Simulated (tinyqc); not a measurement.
## Composition from the perpendicular lattice constant

Question. The layer is x parts of the first compound and 1 - x of the second, grown coherently on the third as substrate and barrier. Rows of the table: lattice constant a, average valence level Ea on an absolute scale, spin-orbit splitting so, gaps at Gamma, X and L, hydrostatic deformation potentials av and ac (Gamma), shear potential b, elastic constants, electron and heavy-hole (along z) masses. All are interpolated linearly in x; gaps get -C x (1 - x), taken wholly in the conduction band; real line-ups can differ from this model by 0.1 eV or more. In-plane strain e = (a_substrate - a)/a, e_z = -2 (c12/c11) e, volume change 2 e + e_z. X-ray diffraction gives a_z = a (1 + e_z) of the coherent layer. Find x, e and the relaxed Gamma gap.

Parameters, values chosen for the exercise: bowing of the Gamma gap CG = 0.7 eV; bowing of the X gap CX = 0 eV; bowing of the L gap CL = 0 eV.

Binary compounds, values chosen for the exercise:
```
,close to InAs,close to AlAs,close to InP
a (angstrom),6.058,5.661,5.869
Ea (eV),-6.67,-7.49,-7.04
so (eV),0.377,0.276,0.109
EG (eV),0.352,2.98,1.34
EX (eV),1.36,2.15,2.2
EL (eV),1.07,2.37,1.93
av (eV),0.991,2.5,1.25
ac (eV),-5.14,-5.67,-5.03
b (eV),-1.82,-1.48,-1.68
c11 (GPa),83,124,102
c12 (GPa),45.2,52.8,55.8
me (m0),0.0228,0.151,0.0788
mh (m0),0.334,0.469,0.525
```

lattice constant along the growth direction = 5.82746260 angstrom

Answer. a_z changes steadily with x, about (1 + 2 c12/c11) times as fast as the relaxed lattice constant, so one composition matches.

x = 0.4700
e = 0.3661 %
relaxed Gamma gap = 1.570 eV

Numbers from tinyqc (`OMP_NUM_THREADS=1 python tinyqc.py 2690012 2690013 out.jsonl`; about 0.01 s on one thread of a shared Intel Xeon 2.30GHz).
